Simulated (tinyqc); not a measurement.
UKS/BP86 in the sto-3g basis, for H3, spin multiplicity 2, step by step. One step of it, computed by the program tinyqc.

Task: Iteration 1: diagonalisation and new density. Diagonalise F' = X^T F X, C = X C', fill 2 alpha and 1 beta electrons from the bottom; D(s) = C_occ C_occ^T. Each column has its largest component positive (the first on a tie).

F(alpha) (hartree):
```
           1H 1s      2H 1s      3H 1s
1H 1s  -0.255208  -0.340136  -0.340136
2H 1s  -0.340136  -0.249926  -0.152320
3H 1s  -0.340136  -0.152320  -0.249926
```

F(beta) (hartree):
```
           1H 1s      2H 1s      3H 1s
1H 1s  -0.238647  -0.309562  -0.309562
2H 1s  -0.309562  -0.139275  -0.143001
3H 1s  -0.309562  -0.143001  -0.139275
```

X:
```
           1H 1s      2H 1s      3H 1s
1H 1s   1.436137  -0.452664  -0.452664
2H 1s  -0.452664   1.201357   0.083648
3H 1s  -0.452664   0.083648   1.201357
```

Give: F' = X^T F X; orbital energies; coefficients C; F' = X^T F X; orbital energies; coefficients C; D(alpha) after iteration 1; D(beta) after iteration 1.

Result:

F' = X^T F X (alpha) (hartree):
```
        1       2       3
1   0.193  -0.367  -0.367
2  -0.367  -0.050   0.072
3  -0.367   0.072  -0.050
```

orbital energies (alpha) (hartree): MO1 -0.418, MO2 -0.122, MO3 0.634

coefficients C (alpha):
```
         MO1     MO2     MO3
1H 1s  0.442   0.000   1.509
2H 1s  0.400   0.790  -0.933
3H 1s  0.400  -0.790  -0.933
```

F' = X^T F X (beta) (hartree):
```
        1       2       3
1   0.197  -0.379  -0.379
2  -0.379   0.081   0.076
3  -0.379   0.076   0.081
```

orbital energies (beta) (hartree): MO1 -0.359, MO2 0.005, MO3 0.713

coefficients C (beta):
```
         MO1     MO2     MO3
1H 1s  0.535   0.000   1.479
2H 1s  0.341   0.790  -0.956
3H 1s  0.341  -0.790  -0.956
```

D(alpha) after iteration 1:
```
       1H 1s   2H 1s   3H 1s
1H 1s  0.195   0.176   0.176
2H 1s  0.176   0.784  -0.465
3H 1s  0.176  -0.465   0.784
```

D(beta) after iteration 1:
```
       1H 1s  2H 1s  3H 1s
1H 1s  0.286  0.182  0.182
2H 1s  0.182  0.116  0.116
3H 1s  0.182  0.116  0.116
```
